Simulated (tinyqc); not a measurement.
Voltage acceleration of oxide breakdown, four models on the same data: effect of the use temperature.

Field E = V/tox in MV/cm. Models: ln(t63/1 s) = a - c X with X = E (E model), -1/E (1/E model), ln V (power law, c the exponent n) or sqrt(E).

With a and c fitted to the stress data, the voltage for ten years solves a - c X + ln(temperature factor times ks) = ln 3.15576e8; temperature factor exp[(Ea q/kB)(1/Tu - 1/Ts)].

Values chosen for this exercise: oxide thickness tox = 5.6 nm; stress temperature Ts = 423 K; activation energy Ea = 0.7 eV; factor for area and percentile ks = 6.4e-6.

Constants: q = 1.602176634e-19 C, kB = 1.380649e-23 J/K. Results are converted to the units shown.

| model | c | a |
|---|---|---|
| E | 3.31724 | 37.6327 |
| 1/E | 319.998 | -27.9382 |
| power | 32.7304 | 60.6445 |
| sqrt E | 20.8634 | 70.3345 |

Result of one run:

| temperature factor | V for ten years, E (V) | V for ten years, 1/E (V) | V for ten years, power (V) | V for ten years, sqrt E (V) |
|---|---|---|---|---|
| 32.68 | 1.619 | 3.201 | 2.708 | 2.301 |

Which use temperature Tu gave this result: 273, 298, 358 or 378 K?

Tu = 358 K.

The whole series:

| Tu (K) | temperature factor | V for ten years, E (V) | V for ten years, 1/E (V) | V for ten years, power (V) | V for ten years, sqrt E (V) |
|---|---|---|---|---|---|
| 273 | 3.823e4 | 2.812 | 3.663 | 3.360 | 3.134 |
| 298 | 3150 | 2.390 | 3.486 | 3.113 | 2.825 |
| 328 | 260.4 | 1.969 | 3.324 | 2.885 | 2.532 |
| 358 | 32.68 | 1.619 | 3.201 | 2.708 | 2.301 |
| 378 | 9.837 | 1.416 | 3.134 | 2.610 | 2.172 |
| 398 | 3.341 | 1.234 | 3.076 | 2.525 | 2.060 |
| 423 | 1.000 | 1.030 | 3.013 | 2.434 | 1.937 |

The temperature factor falls from 38200 to 1.00, and the allowed voltage by 63.4 % in the E model and 17.7 % in the 1/E model: the steeper a model is near use conditions, the less voltage a given factor in time costs.

Range of the model: All four laws are empirical fits; none is established far below the stress range.

Program tinyqc, `OMP_NUM_THREADS=1 python tinyqc.py 2070101 2070102 out.jsonl`; Intel Xeon 2.30GHz, shared host, one thread, about 0.01 s.
